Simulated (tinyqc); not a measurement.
Worked calculation: coherent transport through a tight-binding region between two chains. Computed by tinyqc, a small Python program that keeps every step. Settings: temperature = 77, mu = -0.02. Command: `OMP_NUM_THREADS=1 python tinyqc.py 21451 21452 out.jsonl` (the two numbers bound the seeds that draw the settings). One thread of a shared host (Intel(R) Xeon(R) Processor @ 2.60GHz), about 0.1 s of CPU time with the checks.

## Transmission at E = -0.82 eV

H of the central region (eV), lower triangle:
```
,1,2,3,4,5
1,0.000000
2,-1.860000,0.000000
3,0.000000,-1.860000,0.000000
4,0.000000,0.000000,-1.860000,0.000000
5,-1.860000,0.000000,0.000000,-1.860000,0.000000
```

Leads: semi-infinite chains with site energy 0:
```
parameter,value
lead hopping t (eV),1.430000
coupling to the left lead (eV),0.910000
coupling to the right lead (eV),1.420000
left contact site,1
right contact site,5
```

E = -0.820000 eV

Surface Green function g = (E - i sqrt(4 t^2 - E^2)) / (2 t^2); self-energy tc^2 g on each contact site; G = (E - H - Sigma)^(-1); Gamma = -2 Im Sigma; T = Gamma_L Gamma_R |G_LR|^2; local density of states -Im G_ii / pi.

g = -0.200499-0.669942i 1/eV

G (1/eV), lower triangle:
```
,1,2,3,4,5
1,0.669538-0.369626i
2,0.604935-0.156272i,0.548435-0.536751i
3,-0.402846+0.300732i,0.174482-0.080360i,0.479768-0.336160i
4,-0.782534+0.288853i,-0.471512+0.501323i,0.574663-0.067840i,0.724858-0.531231i
5,0.057858-0.173388i,-0.382353+0.301373i,-0.226422+0.306252i,0.282533-0.166359i,0.350980-0.379593i
```

local density of states (1/eV): 0.117656  0.170853  0.107003  0.169096  0.120828

transmission = 0.100157

## Transmission across the band

The same steps on a grid of energies.

T(E):
```
E (eV),T
-2.71700000,0.017412
-2.44530000,0.029131
-2.17360000,0.018620
-1.90190000,0.000628
-1.63020000,0.026128
-1.35850000,0.071427
-1.08680000,0.009961
-0.81510000,0.101425
-0.54340000,0.149602
-0.27170000,0.172312
0.00000000,0.183546
0.27170000,0.188704
0.54340000,0.190017
0.81510000,0.188394
1.08680000,0.184067
1.35850000,0.176801
1.63020000,0.165881
1.90190000,0.149917
2.17360000,0.126353
2.44530000,0.090480
2.71700000,0.034913
```

levels of the isolated region (eV): -3.720000  -1.149543  -1.149543  3.009543  3.009543

## Current

I = (2e/h) int T(E) [f(E - mu - V/2) - f(E - mu + V/2)] dE at 77 K with mu = -0.02 eV, the bias not changing H; 2e^2/h = 77.48092 microsiemens; the integral runs over the band on 4001 points.

Current:
```
V (volt),I (microampere)
0.010000,0.141759
0.050000,0.708765
0.100000,1.417330
0.200000,2.833057
0.400000,5.653133
0.800000,11.197178
```
